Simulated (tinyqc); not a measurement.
Grain-boundary trapping model (Seto) of a polycrystalline semiconductor film. From resistivity rho back to trap density Q_t. Computed by tinyqc, a small Python program. Command: `OMP_NUM_THREADS=1 python tinyqc.py 3031235 3031236 out.jsonl poly inv`. One thread of a shared host (Intel(R) Xeon(R) Processor @ 2.30GHz), about 0.01 s of CPU time with the checks.

Grains of equal size L are joined by thin boundaries with one trap level. Trapped carriers deplete a width W on each side and raise a barrier, crossed by thermionic emission. Dopants are fully ionised, statistics are non-degenerate and mu_g does not depend on T.

Inputs (values chosen for the exercise, modelled on polycrystalline silicon):
```
quantity                                     value    unit
permittivity eps                              11.7       -
effective mass m                              0.43     m_0
effective density of states at 300 K, N_c    2e+19  1/cm^3
grain size L                                    79      nm
trap level E_t below the band edge            0.38      eV
doping N                                   2.9e+16  1/cm^3
temperature T                                  300       K
```

Grain interior: neglected.

Constants: k_B = 8.617333262e-05 eV/K; e = 1.602176634e-19 C; eps_0 = 8.8541878128e-12 F/m; m_0 = 9.1093837015e-31 kg; k_B = 1.380649e-23 J/K.

Method. N_c(T) = N_c (T/300 K)^(3/2). Filled traps Q = Q_t/(1 + (1/2) exp((E_t* - E_F)/k_B T)), where E_t* = e V_B - E_t and E_F are counted from the band edge at the grain centre. Partial depletion: Q = 2 N W, V_B = e N W^2/(2 eps eps_0), E_F = k_B T ln(N/N_c); solve for W. If that W would exceed L/2 the grain is fully depleted: W = L/2, Q = N L, and E_F follows from the trap equation. Centre density n_0 = N_c exp(E_F/k_B T). Boundary: sigma_b = L e^2 n_0 exp(-e V_B/k_B T)/sqrt(2 pi m k_B T); rho = 1/sigma_b. Mean carrier density n_av = n_0 [(1 - 2W/L) + (2W/L) (sqrt(pi)/2) erf(y)/y], y = sqrt(e V_B/k_B T); effective mobility 1/(e n_av rho).

Question. A run gave the result below. Find the trap density Q_t, known to lie between 1.8e+12 and 3.8e+12 1/cm^2.

resistivity rho = 9153.577 ohm cm

Answer.

Each step takes the trial c = (a f_b - b f_a)/(f_b - f_a), f being the result less the target and a, b, c the logarithms of the listed values; c replaces end b, the old b replaces a if the sign of f changed, and otherwise f_a is halved.

Scan of the range:
```
trap density Q_t (1/cm^2)  resistivity rho (ohm cm)
1.80e+12                                     8259.7
2.04e+12                                     9521.6
2.31e+12                                    10941.3
2.62e+12                                    12571.2
2.96e+12                                    14359.0
3.36e+12                                    16462.1
3.80e+12                                    18775.6
```

False position (Illinois rule, in the logarithm of the input) inside the bracket:
```
step        end a        end b        trial  resistivity rho (ohm cm)
1     1.80000e+12  2.04000e+12  1.96687e+12                   9137.12
2     2.04000e+12  1.96687e+12  1.96995e+12                   9153.29
3     2.04000e+12  1.96995e+12  1.97005e+12                   9153.85
4     1.96995e+12  1.97005e+12  1.97000e+12                   9153.58
```

Resistivity rho rises at every point of a 13-point scan of the range (every second point is shown), so one value fits; it is bracketed by 1.80e12 and 2.04e12. The scan shows a straight line, so linear interpolation between any two rows gives the answer at once. Answer: trap density Q_t = 1.970e12 1/cm^2.

Caution: the barrier is below 2 k_B T, so scattering inside the grains, left out here, also limits the real mobility.
